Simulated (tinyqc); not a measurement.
Inversion layer as a triangular well, valleys of the Ge type: one step. Fermi level and populations. Three cases, with inputs chosen for the exercise.

Question. Solve for EF; c = hbar^2/2m0. The mean distance is sum n_i <z>_i/Ns.

Subband i holds n_i = g m_d/(2 pi c) kB T ln(1 + exp((EF - E_i)/kB T)) (spin included), and EF is fixed by sum n_i = Ns over the levels listed or, where none are listed, over j = 0 to 9 of each group; 1e12/cm^2 = 1e-4/angstrom^2.

Constants: hbar^2/2m0 = 3.80998211 eV angstrom^2; kB = 8.617333262e-05 eV/K.

Case 1.

Values chosen (out of a larger set: near those of Ge; not measured data): Ns = 4.6 x 1e12/cm^2 (electron sheet density); T = 300 K (temperature).

Subbands:
```
label  valleys g  m_d (m0)    E (eV)  <z> (angstrom)
0              4  0.300515  0.148229         34.8903
1              4  0.300515  0.259164         61.0023
2              4  0.300515  0.349987         82.3804
3              4  0.300515  0.430257        101.2745
4              4  0.300515  0.503634        118.5461
5              4  0.300515  0.572008        134.6402
6              4  0.300515  0.636516        149.8242
7              4  0.300515  0.697907        164.2744
8              4  0.300515  0.756707        178.1148
9              4  0.300515  0.813305        191.4370
```

Case 2.

Values chosen (out of a larger set: near those of Ge; not measured data): Ns = 1.6 x 1e12/cm^2 (electron sheet density); T = 300 K (temperature).

Subbands:
```
label  valleys g  m_d (m0)    E (eV)  <z> (angstrom)
0              1  0.083000  0.031431         20.8437
1              1  0.083000  0.054954         36.4431
2              1  0.083000  0.074212         49.2145
0'             3  0.343079  0.080953         53.6849
3              1  0.083000  0.091233         60.5020
4              1  0.083000  0.106792         70.8201
5              1  0.083000  0.121290         80.4349
6              1  0.083000  0.134968         89.5059
1'             3  0.343079  0.141538         93.8627
7              1  0.083000  0.147986         98.1385
```

Case 3.

Values chosen (out of a larger set: near those of Ge; not measured data): Ns = 2.8 x 1e12/cm^2 (electron sheet density); T = 300 K (temperature).

Subbands:
```
label  valleys g  m_d (m0)    E (eV)  <z> (angstrom)
0              4  0.300697  0.111814         40.1714
1              4  0.300697  0.195496         70.2357
2              4  0.300697  0.264007         94.8496
3              4  0.300697  0.324557        116.6035
4              4  0.300697  0.379908        136.4894
5              4  0.300697  0.431485        155.0196
6              4  0.300697  0.480145        172.5018
7              4  0.300697  0.526454        189.1392
8              4  0.300697  0.570809        205.0746
9              4  0.300697  0.613503        220.4132
```

Give: EF; Populations; mean distance from the surface.

Answer.

Case 1.

EF = 0.1256 eV

Populations:
```
label  (EF - E)/kB T  n (1e12/cm^2)  share (%)
0              -0.87          4.524       98.3
1              -5.17          0.074        1.6
2              -8.68          0.002        0.0
3             -11.78          0.000        0.0
4             -14.62          0.000        0.0
5             -17.27          0.000        0.0
6             -19.76          0.000        0.0
7             -22.14          0.000        0.0
8             -24.41          0.000        0.0
9             -26.60          0.000        0.0
```

mean distance from the surface = 35.33 angstrom

The lowest subband holds 98.3 % of the electrons and is partly degenerate (EF within a few kB T of its edge).

Case 2.

EF = 0.0140 eV

Populations:
```
label  (EF - E)/kB T  n (1e12/cm^2)  share (%)
0              -0.67          0.369       23.1
1              -1.58          0.167       10.5
2              -2.33          0.083        5.2
0'             -2.59          0.804       50.3
3              -2.99          0.044        2.8
4              -3.59          0.024        1.5
5              -4.15          0.014        0.9
6              -4.68          0.008        0.5
1'             -4.93          0.080        5.0
7              -5.18          0.005        0.3
```

mean distance from the surface = 47.08 angstrom

The lowest subband holds 23.1 % of the electrons and is partly degenerate (EF within a few kB T of its edge). The fullest is 0', with 50 %, thanks to its larger g m_d.

Case 3.

EF = 0.0737 eV

Populations:
```
label  (EF - E)/kB T  n (1e12/cm^2)  share (%)
0              -1.48          2.675       95.5
1              -4.71          0.116        4.1
2              -7.36          0.008        0.3
3              -9.70          0.001        0.0
4             -11.85          0.000        0.0
5             -13.84          0.000        0.0
6             -15.72          0.000        0.0
7             -17.51          0.000        0.0
8             -19.23          0.000        0.0
9             -20.88          0.000        0.0
```

mean distance from the surface = 41.60 angstrom

The lowest subband holds 95.5 % of the electrons and is partly degenerate (EF within a few kB T of its edge).

Computed by tinyqc, one run a case: `OMP_NUM_THREADS=1 python tinyqc.py N N+1 out.jsonl` with N = 1250038, 1250282, 1251451; one thread of a shared Intel(R) Xeon(R) Processor @ 2.30GHz, about 0.02 s a run at most.
